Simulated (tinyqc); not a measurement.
Worked calculation: free-carrier optics of a doped semiconductor (Drude model with one polar phonon). Values are carried at full precision from step to step, so a last printed digit may differ when a step is redone from the rounded ones.

eps(E) = ei [1 - Ep^2/(E^2 + i E Gam)] + (es - ei) wT^2/(wT^2 - E^2 - i E gT), with Ep^2 = 8 pi c (e^2/(4 pi eps0)) N/(m ei), c = hbar^2/2m0, N in 1/angstrom^3 (1e-24 per 1/cm^3); Gam = hbar/tau, tau = mu m m0/e with m0/e = 5.685630e-12 kg/C and mu in m^2/(V s). Energies in meV.

Constants: hbar^2/2m0 = 3.80998211 eV angstrom^2; e^2/(4 pi eps0) = 14.39964547 eV angstrom; hbar = 6.58211957e-16 eV s; hbar c = 1973.269805 eV angstrom.

Inputs chosen for the exercise (mass and dielectric values near those of GaN; N and mu are free inputs; interband absorption and the rise of the mass with filling are left out; shifted at random, so the results belong to these values and not to a real crystal): N = 2.2e+18 1/cm^3 (carrier density); m = 0.22 m0 (conductivity mass); mu = 300 cm^2/(V s) (mobility); ei = 5.21 (high-frequency dielectric constant); wT = 68 meV (TO phonon); es = 9.34 (static dielectric constant); gT = 0.3 meV (phonon damping); E = 57 meV (photon energy).

## Plasma energy and damping

Evaluate Ep, tau, Gam, the plasma wavelength hc/Ep (hc = 1239.841984 eV nm) and the dc resistivity 1/(e N mu), e = 1.602176634e-19 C.

Ep = 51.44 meV
tau = 37.53 fs
Gam = 17.54 meV
plasma wavelength = 24.10 micrometre
rho = 0.00946 ohm cm

Ep/Gam = 2.93: the edge is smeared by scattering.

## Dielectric function at one energy

Insert the numbers.

free-carrier term = -3.8768+1.1930i
eps = 15.2199+1.3657i

## Optical constants

n + i k = sqrt(eps1 + i eps2) with k >= 0; R = ((n - 1)^2 + k^2)/((n + 1)^2 + k^2) at normal incidence from vacuum; alpha = 2 E k/(hbar c), times 1e8 for 1/cm; loss function Im(-1/eps) = eps2/(eps1^2 + eps2^2).

Convert eps at the photon energy E (in meV) into the optical constants.

n = 3.9052
k = 0.1749
R = 0.3516
alpha = 1.01e+03 1/cm

Light of this energy penetrates 1/alpha = 9.9 micrometre.

## Coupled plasmon-phonon modes

Without damping eps = 0 gives E^4 - (wL^2 + Ep^2) E^2 + Ep^2 wT^2 = 0 with wL = wT sqrt(es/ei) (Lyddane-Sachs-Teller).

wL = 91.05 meV

L-, L+ (meV): 35.57  98.34

L+ lies 7.29 meV above the larger of wL and Ep; L- lies below wT by 32.43 meV.

## Checks

- Integral of E eps2 of the free-carrier term against (pi/2) ei Ep^2 (meV^2): both 21659.

Program tinyqc; command `OMP_NUM_THREADS=1 python tinyqc.py 1680492 1680493 out.jsonl`; about 0.01 s on one thread of a shared Intel(R) Xeon(R) Processor @ 2.30GHz.
